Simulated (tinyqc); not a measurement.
Three programmes: liquidus of a compound AB in a simple-solution melt, liquid-phase epitaxy and vapour pressures. Computed by tinyqc, a small Python program. Command: `OMP_NUM_THREADS=1 python tinyqc.py 3029516 3029517 out.jsonl liq35 walk`. One thread of a shared host (Intel(R) Xeon(R) Processor @ 2.30GHz), about 0.03 s of CPU time with the checks.

x is the atom fraction of B in the melt. The melt is a simple solution: R T ln gamma_B = W (1 - x)^2, R T ln gamma_A = W x^2, W = a + b T. The solid AB is stoichiometric.

Inputs (values chosen for the exercise, modelled on InAs for the melt):

| quantity | value | unit |
|---|---|---|
| melting point T_F | 1215 | K |
| entropy of fusion S_F | 61.8 | J/(mol K) |
| interaction a | 15.8 | kJ/mol |
| interaction slope b | -40.7 | J/(mol K) |
| saturation temperature T | 945 | K |
| step dT | 11 | K |
| cooling rate c | 0.25 | K/min |
| diffusivity in the melt D | 2.8e-05 | cm^2/s |
| molar volume of the melt V_L | 16.8 | cm^3/mol |
| lattice constant a0 | 6.058 | angstrom |
| melt depth w | 3.5 | mm |

Constants: R = 8.314462618 J/(mol K); N_A = 6.02214076e+23 1/mol; k_B = 8.617333262e-05 eV/K.

Method:
- Liquidus (Vieland): f(x) = R T ln[4 x (1 - x)] + 2 W (1/2 - x)^2 + S_F (T_F - T) = 0.
- Newton steps with f' = (1 - 2x)[R T/(x (1 - x)) - 2 W], from the dilute estimate x = (1/4) exp[-(S_F (T_F - T) + W/2)/(R T)]; stop below 1e-13; f under 1e-6 shown as 0.
- dx/dT = -(df/dT)/f', df/dT = R ln[4 x (1 - x)] + 2 b (1/2 - x)^2 - S_F, f' = (1 - 2x)[R T/(x (1 - x)) - 2 W]. Concentrations: C_L = x N_A/V_L in the melt, C_S = 4/a0^3 in the solid; m = dT/dC_L.
- Semi-infinite melt (Hsieh): step d = 2 dT sqrt(D t/pi)/(C_S m); ramp d = (4/3) c sqrt(D/pi) t^(3/2)/(C_S m); supercooling is their sum. A melt of depth w can give at most w (undercooling)/(C_S m).

C_S = 1.79917e+22 1/cm^3

slope m = 3.88677e-20 K cm^3

dx/dT = 7.17744e-04 1/K

solubility x = 0.0874501

Thickness (micrometre):

| t (min) | step | ramp | supercooling | sqrt(D t) (mm) |
|---|---|---|---|---|
| 0.2 | 3.254 | 9.8592e-03 | 3.263 | 0.1833 |
| 0.5 | 5.144 | 3.8972e-02 | 5.183 | 0.2898 |
| 1.0 | 7.275 | 1.1023e-01 | 7.385 | 0.4099 |
| 2.0 | 10.289 | 3.1178e-01 | 10.600 | 0.5797 |
| 5.0 | 16.268 | 1.2324e+00 | 17.500 | 0.9165 |
| 10.0 | 23.006 | 3.4858e+00 | 26.492 | 1.2961 |
| 20.0 | 32.535 | 9.8592e+00 | 42.395 | 1.8330 |

What does the comparison show, and why?

Step cooling goes as t^(1/2), ramp cooling as t^(3/2); they are equal at t = 3 dT/(2 c) = 66.0 min. The local exponent of their sum runs from 0.50 to 0.68. Rows with sqrt(D t) above about half the depth of 3.5 mm are overestimates.
